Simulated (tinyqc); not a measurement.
# Worked calculation: bandgap voltage reference from two bipolar transistors

Program tinyqc, `OMP_NUM_THREADS=1 python tinyqc.py 2062143 2062144 out.jsonl`; Intel Xeon 2.30GHz, shared host, one thread, about 0.02 s. Printed values are rounded.

Two transistors of area 1 and N carry the same current I. Is(T) = Is (T/T0)^eta exp[(Vg0 q/kB)(1/T0 - 1/T)], VBE1 = Vt ln(I/Is(T)) + I rb, VBE2 = Vt ln(I/(N Is(T))) + I rb/N. The amplifier forces I R1(T) = VBE1 - VBE2 + Vos, with R(T) = R (1 + tc (T - T0)) for both resistors, and the output is Vref = VBE1 + I R2(T). Base currents and the Early effect are neglected.

Values chosen for this exercise; values of the order met in silicon bipolar transistors: reference temperature T0 = 300 K; band-gap voltage extrapolated to 0 K Vg0 = 1.193 V; temperature exponent of the saturation current eta = 3.9; saturation current of the unit transistor at T0 Is = 2.2e-18 A; area ratio of the second transistor N = 10; resistor across which the difference of VBE falls, at T0 R1 = 6.7 kohm; temperature coefficient of both resistors tc = 1700 ppm/K; offset of the amplifier Vos = 0 mV; series resistance of the unit transistor rb = 36 ohm; output resistor at T0 R2 = 58.68 kohm; temperature T = 398 K.

Constants: q = 1.602176634e-19 C, kB = 1.380649e-23 J/K. Results are converted to the units shown.

## Operating point at the reference temperature

Vt = kB T/q; I = (Vt ln N + Vos)/(R1(T) - rb (1 - 1/N)). Evaluate at T = T0.

Vt = 0.02585200 V
I = 8.927715 uA
Is(T) = 2.2e-18 A
VBE1 = 0.7508495 V
I R2 = 0.5238783 V
Vref = 1.274728 V

## Operating point at another temperature

Vt = kB T/q; I = (Vt ln N + Vos)/(R1(T) - rb (1 - 1/N)).

Vt = 0.03429699 V
I = 10.14563 uA
Is(T) = 5.702166e-13 A
VBE1 = 0.5729292 V
I R2 = 0.6945299 V
Vref = 1.267459 V

From T0 to T, VBE1 changes by -178 mV and I R2 by 171 mV, which leaves -7.27 mV in Vref.

## Resistor for zero slope at T0, ideal case

With tc = 0, Vos = 0 and rb = 0 the current is proportional to T, dVBE/dT = (VBE - Vg0 - (eta - 1) Vt)/T, and Vref has zero slope at T0 when Vref = Vg0 + (eta - 1) Vt0. Find VBE1, its slope, that Vref, R2/R1 and the curvature d2Vref/dT2 = -(eta - 1) kB/(q T0).

VBE1 = 0.7504028 V
dVBE/dT = -1.725227 mV/K
Vref = 1.267971 V
R2/R1 = 8.694760
curvature = -0.8330089 uV/K^2
